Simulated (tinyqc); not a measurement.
# IGBT as a p-i-n diode in series with a MOS channel, on-state and switching loss: what changes with what

High injection (n = p) in a drift layer from x = -W/2 (anode) to +W/2 (cathode side), recombination only in the layer with lifetime tau, ideal emitters. The channel feeds the cathode side and carries the whole current. Auger recombination, carrier-carrier scattering, emitter losses and the carrier dip under the p body are left out.

Values chosen for this exercise; material values close to those of silicon: temperature T = 300 K; band gap Eg = 1.12 eV; conduction-band density of states at T Nc = 2.85e19 cm^-3; valence-band density of states at T Nv = 2.61e19 cm^-3; electron mobility mn = 1400 cm^2/(V s); hole mobility mp = 480 cm^2/(V s); width of the drift layer W = 60 um; doping of the drift layer Nd = 1.5e14 cm^-3; high-injection lifetime tau = 0.16 us; current density J = 150 A/cm^2; channel and accumulation resistance Rch = 4.7 mohm cm^2; link voltage Vdc = 400 V; turn-off energy per stored charge and link voltage ks = 0.08; switching frequency f = 2 kHz.

Constants: q = 1.602176634e-19 C, kB = 1.380649e-23 J/K, Vt = kB T/q. Results are converted to the units shown.

Each table varies one quantity; the others keep the values above.

## Effect of the current density

b = mn/mp, B = (b - 1)/(b + 1), La = sqrt(2 Vt mn mp tau/(mn + mp)), y = W/(2 La). n(x) = (tau J/(2 q La))[cosh(x/La)/sinh y - B sinh(x/La)/cosh y]. Vm = Vt [(8 b/(b + 1)^2)(sinh y/s) arctan(s sinh y) + B ln((1 + B tanh^2 y)/(1 - B tanh^2 y))], s = sqrt(1 - B^2 tanh^2 y); Vj = Vt ln(n(-W/2) n(W/2)/ni^2), ni = sqrt(Nc Nv) exp(-Eg/(2 Vt)), Eg in volts; Vc = J Rch; Von = Vm + Vj + Vc. Stored charge tau J, turn-off energy Eoff = ks tau J Vdc, loss at half duty 0.5 J Von + f Eoff. A unipolar device on the same layer has Vu = J (W/(q mn Nd) + Rch).

The same in every row: y = 1.745.

Result of one run:
```
J (A/cm^2)  Von (V)   Vu (V)  Eoff (mJ/cm^2)  total loss (W/cm^2)
0.3          0.6223  0.05491        0.001536              0.09642
```

What becomes of these results when the current density J is changed from 0.3 to 12 A/cm^2, all else the same?

Result of the changed run:
```
J (A/cm^2)  Von (V)  Vu (V)  Eoff (mJ/cm^2)  total loss (W/cm^2)
12           0.8680   2.196         0.06144                5.331
```

The whole series:
```
J (A/cm^2)  Von (V)   Vu (V)  Eoff (mJ/cm^2)  total loss (W/cm^2)
0.3          0.6223  0.05491        0.001536              0.09642
0.76         0.6725   0.1391        0.003891               0.2633
1.9          0.7253   0.3478        0.009728               0.7084
4.8          0.7868   0.8785         0.02458                1.937
12           0.8680    2.196         0.06144                5.331
31            1.006    5.674          0.1587                15.92
78            1.275    14.28          0.3994                50.52
200           1.897    36.61           1.024                191.8
500           3.354    91.51           2.560                843.7
```

As J goes from 0.3 to 500 A/cm^2, Von rises from 0.622 to 3.35 V, Eoff rises from 0.00154 to 2.56 mJ/cm^2 and the total loss rises from 0.0964 to 844 W/cm^2. Von is below Vu in 6 of the 9 rows. At low current the junction voltage makes the bipolar device the worse one. For J = 0.3 to 4.8 A/cm^2 the injected density falls below 5 Nd somewhere, so high injection is doubtful. At J = 500 A/cm^2 the density at the anode passes 2e17 cm^-3, where Auger recombination and emitter losses matter.

## Effect of the width of the drift layer

Same model as above.

The same in every row: Eoff (mJ/cm^2) = 0.7680.

Effect of the width of the drift layer:
```
W (um)       y  Von (V)  Vu (V)  total loss (W/cm^2)
24      0.6978    1.541   11.40                117.1
31      0.9014    1.547   14.53                117.6
41       1.192    1.568   18.98                119.1
54       1.570    1.616   24.78                122.7
70       2.035    1.715   31.91                130.1
92       2.675    1.958   41.72                148.4
120      3.489    2.605   54.20                196.9
```

What does the table show?

As W goes from 24 to 120 um, Von rises from 1.54 to 2.61 V, Eoff stays at 0.768 mJ/cm^2 and the total loss rises from 117 to 197 W/cm^2. Von is below Vu in 7 of the 7 rows.

## Effect of the high-injection lifetime

Same model as above.

The same in every row: Vu (V) = 27.45.

Effect of the high-injection lifetime:
```
tau (us)       y  Von (V)  Eoff (mJ/cm^2)  total loss (W/cm^2)
0.032      3.901    3.155          0.1536                237.0
0.052      3.060    2.171          0.2496                163.3
0.085      2.394    1.815          0.4080                137.0
0.14       1.865    1.669          0.6720                126.5
0.23       1.455    1.608           1.104                122.8
0.37       1.147    1.585           1.776                122.5
0.6       0.9009    1.581           2.880                124.4
0.98      0.7049    1.588           4.704                128.5
1.6       0.5517    1.602           7.680                135.5
```

Read the table: what changes, and by how much?

As tau goes from 0.032 to 1.6 us, Von goes from 3.16 through a minimum of 1.58 (at tau = 0.6 us among the rows listed) to 1.60 V, Eoff rises from 0.154 to 7.68 mJ/cm^2 and the total loss goes from 237 through a minimum of 122 (at tau = 0.37 us among the rows listed) to 136 W/cm^2. Von is below Vu in 9 of the 9 rows. A short lifetime starves the middle of the layer, a long one stores charge, hence the minimum of the loss. At tau = 0.032 us the injected density falls below 5 Nd somewhere, so high injection is doubtful. For tau = 0.98 to 1.6 us the density at the anode passes 2e17 cm^-3, where Auger recombination and emitter losses matter.

Program tinyqc, `OMP_NUM_THREADS=1 python tinyqc.py 2590102 2590103 out.jsonl`; Intel Xeon 2.30GHz, shared host, one thread, about 0.01 s.
